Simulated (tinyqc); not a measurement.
Inside a calculation. Model: MESFET, gradual channel with velocity saturation.

Computed by the program tinyqc: `OMP_NUM_THREADS=1 python tinyqc.py 2500056 2500057 out.jsonl`, one thread of a shared Intel Xeon 2.30GHz, about 0.05 s for the whole run. Printed values are rounded.

A uniformly doped n-type channel, depleted from the top by a Schottky gate; at channel potential V the depleted share of a is u = sqrt((Vbi - Vg + V)/Vp), s at the source. Electrons drift with v = mu E/(1 + mu E/vsat). Abrupt depletion edge, no series resistance, source at 0.

Values chosen for this exercise; material values close to those of gallium arsenide:
- T = 300 K (temperature)
- eps_r = 13 (relative permittivity of the semiconductor)
- Nc = 4.44e17 cm^-3 (conduction-band density of states at T)
- Nd = 2.8e17 cm^-3 (donor density of the channel)
- a = 89 nm (channel thickness)
- mu = 3600 cm^2/(V s) (low-field mobility at this doping)
- vsat = 1e7 cm/s (saturation velocity)
- L = 0.5 um (gate length)
- W = 200 um (gate width)
- phiB = 0.81 V (Schottky barrier)
- Vg = 0 V (gate voltage)
- Vd = 0.13 V (drain voltage)

Constants: q = 1.602176634e-19 C, kB = 1.380649e-23 J/K, Vt = kB T/q, eps0 = 8.8541878128e-14 F/cm where lengths are in cm. Results are converted to the units shown.

Range of the model: The donor density is not small against Nc, so the Boltzmann form of the built-in voltage is rough.

## Built-in and pinch-off voltages

Vbi = phiB - Vt ln(Nc/Nd); Vp = q Nd a^2/(2 eps0 eps_r); G0 = q mu Nd a W/L; Z = mu Vp/(vsat L); s = sqrt((Vbi - Vg)/Vp). VT = Vbi - Vp.

Vbi = 0.7980813 V
Vp = 1.543570 V
VT = -0.7454888 V
G0 = 574.9379 mS
Z = 11.11370
s = 0.7190522

Z = 11.1: velocity saturation dominates.

## Current below saturation

u = sqrt((Vbi - Vg + Vd)/Vp). I = (G0 Vp/3) F/(1 + Z (u^2 - s^2)), F = 3 (u^2 - s^2) - 2 (u^3 - s^3), with u at V = Vd; Z = 0 gives constant mobility, for which u stops at 1.

u = 0.7754072
F = 0.06377572
I for Z = 0 = 18.86607 mA
I = 9.744869 mA

The falling mobility lowers the current by 48.3 %.

## Iteration 1: the saturation point by Newton steps

u at the start = 0.719

a is the channel (half-)thickness, Vp its pinch-off voltage and Z = mu Vp/(vsat L); an iterate with u > 1 is an overshoot, not a physical state. f = (1 - u)(1 + Z (u^2 - s^2)) - Z F/3, F = 3 (u^2 - s^2) - 2 (u^3 - s^3); f' = -(1 + Z (u^2 - s^2)); u(new) = u - f/f'.

f = 0.2810000
f' = -0.9991664
u after iteration 1 = 1.000234

## Iteration 2: the saturation point by Newton steps

As before.

f = -0.7144140
f' = -6.372730
u after iteration 2 = 0.8881296

## Course of the iteration: the saturation point by Newton steps

Stop when u changes by less than 1e-10, or after 5 iterations.

Course of the iteration:
```
iteration          u  |change|
1           1.000234     0.281
2          0.8881296     0.112
3          0.8546757    0.0335
4          0.8514409   3.23e-3
5          0.8514110   3.00e-5
```

Not converged within 5 iterations. The first step jumps to u = 1.00, and the change is still 3.0e-5 at the cap; nothing diverges, the cap is too low. A rerun with a cap of 40 iterations converges in 7 iterations.
